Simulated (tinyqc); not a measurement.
Mass anisotropy: shallow donor in an anisotropic valley (effective-mass theory).

One valley: H = -c [(d2/dx2 + d2/dy2)/mt + (d2/dz2)/ml] - q/(eps r), c = hbar^2/2m0, q = e^2/(4 pi eps0). Trial function exp(-sqrt((x^2 + y^2)/a^2 + z^2/b^2)) with a > b: T = (c/3)(2/(mt a^2) + 1/(ml b^2)), V = -(q/eps) atan(u/b)/u, u = sqrt(a^2 - b^2). The central cell of the impurity is left out.

Constants: hbar^2/2m0 = 3.80998211 eV angstrom^2; e^2/(4 pi eps0) = 14.39964547 eV angstrom; Ry = 13.60569312 eV; a0 (Bohr radius) = 0.5291772105 angstrom.

Inputs chosen for the exercise (out of a larger set: near those of 3C SiC; not measured data):
- mt = 0.26 m0 (transverse mass)
- eps = 9.7 (dielectric constant)
- xs = (1.4, 2.1, 3.2, 5.8, 9, 25, 44, 100) (ratios ml/mt)

mt and eps fixed, ml varied. Energies in units of Ry*(mt) = Ry mt/eps^2 and lengths in a*(mt) = a0 eps/mt; the last two columns use one mass, 3/(1/ml + 2/mt) or (ml mt^2)^(1/3).

Results:
```
ml/mt   a/a*    b/a  binding  conductivity mass  density-of-states mass
1.40   0.932  0.887    1.115              1.105                   1.119
2.10   0.862  0.768    1.259              1.212                   1.281
3.20   0.800  0.663    1.413              1.297                   1.474
5.80   0.727  0.538    1.635              1.381                   1.797
9.00   0.683  0.462    1.800              1.421                   2.080
25.0   0.605  0.325    2.167              1.471                   2.924
44.0   0.572  0.268    2.356              1.483                   3.530
100    0.536  0.203    2.605              1.493                   4.642
```

The binding grows from 1.11 to 2.60 Ry*(mt); for ml going to infinity the exact problem becomes two-dimensional, with 4 Ry*. The conductivity mass saturates at 1.5 and underbinds, by 16 % at ml/mt = 5.8; the density-of-states mass errs by +10 % there and by +78 % in the last row. With these mt and eps one unit is 37.60 meV.

Program tinyqc; command `OMP_NUM_THREADS=1 python tinyqc.py 1280795 1280796 out.jsonl`; about 0.01 s on one thread of a shared Intel(R) Xeon(R) Processor @ 2.30GHz.
